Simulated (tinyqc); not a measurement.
Permeation of metal atoms or ions through a thin barrier or dielectric: time lag, field-aided drift and lifetime. Changing the voltage V (positive drives ions across). Computed by tinyqc, a small Python program. Command: `OMP_NUM_THREADS=1 python tinyqc.py 3023662 3023663 out.jsonl barrier sweep`. One thread of a shared host (Intel(R) Xeon(R) Processor @ 2.30GHz), about 0.03 s of CPU time with the checks.

The film 0 < x < d is empty at first; C = C0 at x = 0 and C = 0 at x = d. dC/dt = D d2C/dx2 - v dC/dx with drift v = D z e V/(k_B T d) (uniform field, no space charge).

Inputs (values chosen for the exercise, for a model case: singly charged ions through a dielectric):
```
quantity                              value    unit
thickness d                              15      nm
prefactor D0                         0.0078  cm^2/s
activation energy E                    1.14      eV
concentration at the source side C0   4e+14  1/cm^3
charge number z                           1       -
critical dose Q_c                     2e+09  1/cm^2
test temperature T                      125       C
use temperature T_u                      85       C
```

Constants: k_B = 8.617333262e-05 eV/K.

Method:
- D = D0 exp(-E/(k_B T)); time scale d^2/D; Peclet number P = z V/(k_B T), k_B T in eV; 1 nm = 1e-7 cm.
- Temperatures in kelvin are T(C) + 273.15.
- Steady flux J = (D C0/d) P/(1 - exp(-P)); time lag in units of d^2/D: s_L = [P (1 + exp(-P))/(1 - exp(-P)) - 2]/P^2 (P = 0: J = D C0/d, s_L = 1/6).
- Dose through the film Q(s) = C0 d {f (s - s_L) - 2 exp(P/2) sum_(n=1..200) (-1)^n n^2 pi^2 exp(-l_n s)/l_n^2}, l_n = n^2 pi^2 + P^2/4, f = P/(1 - exp(-P)) the relative flux.
- Solve Q = Q_c for s. At the use temperature D and P take T_u, with the same C0 and V; 1 year = 3.15576e7 s.

One run for each value; columns: (1) voltage V (positive drives ions across) (V); (2) failure time at T (s); (3) flux relative to D C0/d; (4) time lag s_L; (5) Peclet number P:
```
(1)           (2)         (3)      (4)      (5)
-0.50  3.7889e+10  6.8321e-06  0.05920  -14.573
-0.30  1.8566e+08  1.3944e-03  0.08824   -8.744
-0.15  4.6401e+06  5.5910e-02  0.12995   -4.372
-0.05  5.9770e+05  4.4236e-01  0.16105   -1.457
0.05   1.4878e+05  1.8997e+00  0.16105    1.457
0.15   6.8555e+04  4.4278e+00  0.12995    4.372
0.30   3.6454e+04  8.7452e+00  0.08824    8.744
0.50   2.2361e+04  1.4573e+01  0.05920   14.573
0.70   1.6121e+04  2.0402e+01  0.04421   20.402
```

Describe and explain the trends.

Over the rows, failure time at T (s) falls from 3.79e10 to 16100; flux relative to D C0/d rises from 6.83e-6 to 20.4; time lag s_L goes from 0.0592 through a maximum among these rows, 0.161 at -0.0500, to 0.0442. The lag is even in V and the flux is not: f(P) - f(-P) = P.

Caution (all rows): grain boundaries, pinholes, trapping and space charge are left out; thin real barriers usually fail at defects.

Extremes, crossings and ranges named in words are read from the listed rows.
